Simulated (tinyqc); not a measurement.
Inside a calculation. Method: empirical pseudopotential in a few plane waves. Computed by tinyqc, a small Python program that keeps every step. Settings: plane-wave index or count = 15. Command: `OMP_NUM_THREADS=1 python tinyqc.py 30687 30688 out.jsonl` (the two numbers bound the seeds that draw the settings). One thread of a shared host (Intel(R) Xeon(R) Processor @ 2.60GHz), about 0.2 s of CPU time with the checks.

## Bloch Hamiltonian at G

Parameters chosen for this model: fcc lattice, atoms at +/- a/8 (1,1,1); form factors in rydberg at |G|^2 in units of (2 pi/a)^2:
```
parameter,value,unit
a,6.040000,angstrom
VS(3),-0.257000,Ry
VS(8),-0.009000,Ry
VS(11),0.085000,Ry
VA(3),0.105000,Ry
VA(4),0.097000,Ry
VA(11),0.023000,Ry
hbar^2/2m (2 pi/a)^2,4.122957,eV
```

k point G (2 pi / a): 0  0  0

Basis: the 15 shortest G (labels in 2 pi/a), the same at every k. H(G,G') = c |k + G|^2 delta + VS(|G-G'|^2) cos((G-G').tau) + i VA sin((G-G').tau), tau = a/8 (1,1,1); 1 Ry = 13.605693 eV.

H(k) at G (eV):
```
,+0+0+0,-1-1-1,-1-1+1,-1+1-1,-1+1+1,+1-1-1,+1-1+1,+1+1-1,+1+1+1,-2+0+0,+0-2+0,+0+0-2,+0+0+2,+0+2+0,+2+0+0
+0+0+0,0.0000,2.4725+1.0102i,-2.4725+1.0102i,-2.4725+1.0102i,-2.4725-1.0102i,-2.4725+1.0102i,-2.4725-1.0102i,-2.4725-1.0102i,2.4725-1.0102i,0.0000+1.3198i,0.0000+1.3198i,0.0000+1.3198i,0.0000-1.3198i,0.0000-1.3198i,0.0000-1.3198i
-1-1-1,2.4725-1.0102i,12.3689,0.0000-1.3198i,0.0000-1.3198i,0.1225,0.0000-1.3198i,0.1225,0.1225,0.0000,-2.4725-1.0102i,-2.4725-1.0102i,-2.4725-1.0102i,-0.8178+0.2213i,-0.8178+0.2213i,-0.8178+0.2213i
-1-1+1,-2.4725-1.0102i,0.0000+1.3198i,12.3689,-0.1225,0.0000-1.3198i,-0.1225,0.0000-1.3198i,0.0000,0.1225,-2.4725+1.0102i,-2.4725+1.0102i,0.8178+0.2213i,2.4725-1.0102i,-0.8178-0.2213i,-0.8178-0.2213i
-1+1-1,-2.4725-1.0102i,0.0000+1.3198i,-0.1225,12.3689,0.0000-1.3198i,-0.1225,0.0000,0.0000-1.3198i,0.1225,-2.4725+1.0102i,0.8178+0.2213i,-2.4725+1.0102i,-0.8178-0.2213i,2.4725-1.0102i,-0.8178-0.2213i
-1+1+1,-2.4725+1.0102i,0.1225,0.0000+1.3198i,0.0000+1.3198i,12.3689,0.0000,-0.1225,-0.1225,0.0000-1.3198i,2.4725+1.0102i,-0.8178+0.2213i,-0.8178+0.2213i,-2.4725-1.0102i,-2.4725-1.0102i,0.8178-0.2213i
+1-1-1,-2.4725-1.0102i,0.0000+1.3198i,-0.1225,-0.1225,0.0000,12.3689,0.0000-1.3198i,0.0000-1.3198i,0.1225,0.8178+0.2213i,-2.4725+1.0102i,-2.4725+1.0102i,-0.8178-0.2213i,-0.8178-0.2213i,2.4725-1.0102i
+1-1+1,-2.4725+1.0102i,0.1225,0.0000+1.3198i,0.0000,-0.1225,0.0000+1.3198i,12.3689,-0.1225,0.0000-1.3198i,-0.8178+0.2213i,2.4725+1.0102i,-0.8178+0.2213i,-2.4725-1.0102i,0.8178-0.2213i,-2.4725-1.0102i
+1+1-1,-2.4725+1.0102i,0.1225,0.0000,0.0000+1.3198i,-0.1225,0.0000+1.3198i,-0.1225,12.3689,0.0000-1.3198i,-0.8178+0.2213i,-0.8178+0.2213i,2.4725+1.0102i,0.8178-0.2213i,-2.4725-1.0102i,-2.4725-1.0102i
+1+1+1,2.4725+1.0102i,0.0000,0.1225,0.1225,0.0000+1.3198i,0.1225,0.0000+1.3198i,0.0000+1.3198i,12.3689,-0.8178-0.2213i,-0.8178-0.2213i,-0.8178-0.2213i,-2.4725+1.0102i,-2.4725+1.0102i,-2.4725+1.0102i
-2+0+0,0.0000-1.3198i,-2.4725+1.0102i,-2.4725-1.0102i,-2.4725-1.0102i,2.4725-1.0102i,0.8178-0.2213i,-0.8178-0.2213i,-0.8178-0.2213i,-0.8178+0.2213i,16.4918,-0.1225,-0.1225,0.1225,0.1225,0.0000
+0-2+0,0.0000-1.3198i,-2.4725+1.0102i,-2.4725-1.0102i,0.8178-0.2213i,-0.8178-0.2213i,-2.4725-1.0102i,2.4725-1.0102i,-0.8178-0.2213i,-0.8178+0.2213i,-0.1225,16.4918,-0.1225,0.1225,0.0000,0.1225
+0+0-2,0.0000-1.3198i,-2.4725+1.0102i,0.8178-0.2213i,-2.4725-1.0102i,-0.8178-0.2213i,-2.4725-1.0102i,-0.8178-0.2213i,2.4725-1.0102i,-0.8178+0.2213i,-0.1225,-0.1225,16.4918,0.0000,0.1225,0.1225
+0+0+2,0.0000+1.3198i,-0.8178-0.2213i,2.4725+1.0102i,-0.8178+0.2213i,-2.4725+1.0102i,-0.8178+0.2213i,-2.4725+1.0102i,0.8178+0.2213i,-2.4725-1.0102i,0.1225,0.1225,0.0000,16.4918,-0.1225,-0.1225
+0+2+0,0.0000+1.3198i,-0.8178-0.2213i,-0.8178+0.2213i,2.4725+1.0102i,-2.4725+1.0102i,-0.8178+0.2213i,0.8178+0.2213i,-2.4725+1.0102i,-2.4725-1.0102i,0.1225,0.0000,0.1225,-0.1225,16.4918,-0.1225
+2+0+0,0.0000+1.3198i,-0.8178-0.2213i,-0.8178+0.2213i,-0.8178+0.2213i,0.8178+0.2213i,2.4725+1.0102i,-2.4725+1.0102i,-2.4725+1.0102i,-2.4725-1.0102i,0.0000,0.1225,0.1225,-0.1225,-0.1225,16.4918
```

## Levels at G

Diagonalise the Hermitian matrix.

eigenvalues (eV): -6.1342  6.8968  6.8968  6.8968  9.1153  13.1813  13.1813  13.1813  16.7040  16.7367  16.7367  20.3200  21.3963  21.3963  21.3963

## Bands along a path

The same steps at evenly spaced points between the labelled ones.

Bands along the path (eV), lowest eight:
```
k,band 1,band 2,band 3,band 4,band 5,band 6,band 7,band 8
L,-4.8794,3.2372,6.8735,6.8735,10.6545,14.0106,14.0106,16.1445
L-G 0.25,-5.3309,3.7488,6.7284,6.7284,10.6248,13.8684,13.8684,15.2503
L-G 0.50,-5.7466,4.7509,6.7493,6.7493,10.6462,13.5788,13.7391,13.7391
L-G 0.75,-6.0329,6.0273,6.8445,6.8445,9.9496,12.9993,13.3887,13.3887
G,-6.1342,6.8968,6.8968,6.8968,9.1153,13.1813,13.1813,13.1813
G-X 0.25,-5.9992,5.9551,6.7293,6.7293,10.2601,12.5324,13.6889,13.6889
G-X 0.50,-5.6174,4.6675,6.4152,6.4152,11.3060,12.0077,14.8853,15.0214
G-X 0.75,-5.0652,3.6682,6.2440,6.2440,10.8374,11.7661,16.3271,16.8977
X,-4.4792,3.1366,6.3879,6.3879,10.6825,11.5543,18.9122,19.1845
```

With 4 band(s) filled, the highest filled level on these points lies at G and the lowest empty one at G: a gap of 2.2185 eV, direct. This holds for the small fixed basis; with all plane waves up to |k + G|^2 = 21 (2 pi/a)^2 the gap along the path is 2.85 eV.

## Convergence with the number of plane waves

Levels at G counted from the fourth one.

Levels (eV):
```
plane waves,level 1,level 5,level 8
9,-15.5112,0.4427,2.6395
15,-13.0311,2.2185,6.2844
27,-11.9072,2.9076,6.7493
51,-11.2623,2.7380,7.2409
59,-11.2499,2.8032,6.9597
65,-11.2349,2.7874,6.9246
89,-11.2145,2.8128,6.9178
```
